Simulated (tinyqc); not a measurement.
Inside a calculation. Method: tight binding, kagome lattice. Computed by tinyqc, a small Python program that keeps every step. Settings: t1 = 0.65, t2 = 0.65, delta = 0, bands filled = 2. Command: `OMP_NUM_THREADS=1 python tinyqc.py 24106 24107 out.jsonl` (the two numbers bound the seeds that draw the settings). One thread of a shared host (Intel(R) Xeon(R) Processor @ 2.60GHz), about 0.01 s of CPU time with the checks.

## Bloch Hamiltonian at k

Parameters chosen for this model:
```
parameter     value                unit
t1         0.650000    eV, up triangles
t2         0.650000  eV, down triangles
delta             0        eV on site C
```

k point k (fractions of the reciprocal vectors): 0.010000  -0.390000

H_AB = -t1 - t2 exp(-i k.a1), H_AC = -t1 - t2 exp(-i k.a2), H_BC = -t1 - t2 exp(i k.(a1 - a2)), H_CC = delta.

H(k) at k (eV):
```
                     A                    B                    C
A             0.000000  -1.298717+0.040814i  -0.149166-0.414326i
B  -1.298717-0.040814i             0.000000  -0.124139-0.382060i
C  -0.149166+0.414326i  -0.124139+0.382060i             0.000000
```

## Levels at k

Diagonalise the Hermitian matrix.

eigenvalues (eV): -1.530982  0.230982  1.300000

weights |c|^2 of the basis functions:
```
     band 1    band 2    band 3
A  0.437547  0.057353  0.505100
B  0.431025  0.074626  0.494349
C  0.131428  0.868021  0.000551
```

## Bloch Hamiltonian at K

k point K (fractions of the reciprocal vectors): 0.333333  0.666667

As before.

H(k) at K (eV):
```
                     A                    B                    C
A             0.000000  -0.325000+0.562917i  -0.325000-0.562917i
B  -0.325000-0.562917i             0.000000  -0.325000+0.562917i
C  -0.325000+0.562917i  -0.325000-0.562917i             0.000000
```

## Levels at K

As before.

eigenvalues (eV): -0.650000  -0.650000  1.300000

## Bands along a path

The same steps at evenly spaced points between the labelled ones.

Bands along the path (eV):
```
k             band 1     band 2    band 3
G          -2.600000   1.300000  1.300000
G-K 0.25   -2.425833   1.125833  1.300000
G-K 0.50   -1.950000   0.650000  1.300000
G-K 0.75   -1.300000          0  1.300000
K          -0.650000  -0.650000  1.300000
K-M 0.25   -0.919239  -0.380761  1.300000
K-M 0.50   -1.125833  -0.174167  1.300000
K-M 0.75   -1.255704  -0.044296  1.300000
M          -1.300000          0  1.300000
M-K' 0.25  -1.255704  -0.044296  1.300000
M-K' 0.50  -1.125833  -0.174167  1.300000
M-K' 0.75  -0.919239  -0.380761  1.300000
K'         -0.650000  -0.650000  1.300000
```

With 2 band(s) filled, the highest filled level on these points lies at G and the lowest empty one at G-K 0.50: the bands touch or overlap, so there is no gap.
